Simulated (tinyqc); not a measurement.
From Raman width Gamma back to lattice temperature T: decay of LO phonons and the hot-phonon bottleneck in the cooling of electrons. Computed by tinyqc, a small Python program. Command: `OMP_NUM_THREADS=1 python tinyqc.py 3002946 3002947 out.jsonl hotphonon inv`. One thread of a shared host (Intel(R) Xeon(R) Processor @ 2.30GHz), about 0.01 s of CPU time with the checks.

n(E, T) = 1/(exp(E/(k_B T)) - 1) is the Bose occupation. Electrons have a temperature T_e; the LO modes within their reach share one occupation N; the decay products stay at the lattice temperature.

Inputs (values chosen for the exercise, modelled on indium phosphide): LO energy hbar omega = 44 meV; lifetime at T = 0, tau_0 = 12 ps; weight b of the three-phonon channel = 0.14.

Decay channel: two equal phonons plus a three-phonon channel.

Constants: k_B = 8.617333262e-05 eV/K; c = 299792458 m/s.

Method. Decay rate 1/tau = (1/tau_0) [1 + 2 n_2 + b (1 + 3 n_3 + 3 n_3^2)]/(1 + b), n_2 = n(hbar omega/2), n_3 = n(hbar omega/3). Full width Gamma = 1/(2 pi c tau) in 1/cm, c in cm/s.

Task: A run gave the result below. Find the lattice temperature T, known to lie between 49 and 91 K.

Raman width Gamma = 0.4936274 1/cm

Result:

Each step takes the trial c = (a f_b - b f_a)/(f_b - f_a), f being the result less the target and a, b, c the logarithms of the listed values; c replaces end b, the old b replaces a if the sign of f changed, and otherwise f_a is halved.

Scan of the range:

| lattice temperature T (K) | Raman width Gamma (1/cm) |
|---|---|
| 49.0 | 0.452048 |
| 54.3 | 0.457270 |
| 60.2 | 0.464636 |
| 66.8 | 0.474781 |
| 74.0 | 0.488037 |
| 82.1 | 0.505480 |
| 91.0 | 0.527457 |

False position (Illinois rule, in the logarithm of the input) inside the bracket:

| step | end a | end b | trial | Raman width Gamma (1/cm) |
|---|---|---|---|---|
| 1 | 74.0000 | 82.1000 | 76.5051 | 0.493155 |
| 2 | 82.1000 | 76.5051 | 76.7121 | 0.493590 |
| 3 | 82.1000 | 76.7121 | 76.7450 | 0.493659 |
| 4 | 76.7121 | 76.7450 | 76.7300 | 0.493627 |
| 5 | 76.7450 | 76.7300 | 76.7300 | 0.493627 |

Raman width Gamma rises at every point of a 13-point scan of the range (every second point is shown), so one value fits; it is bracketed by 74.0 and 82.1. Answer: lattice temperature T = 76.73 K.
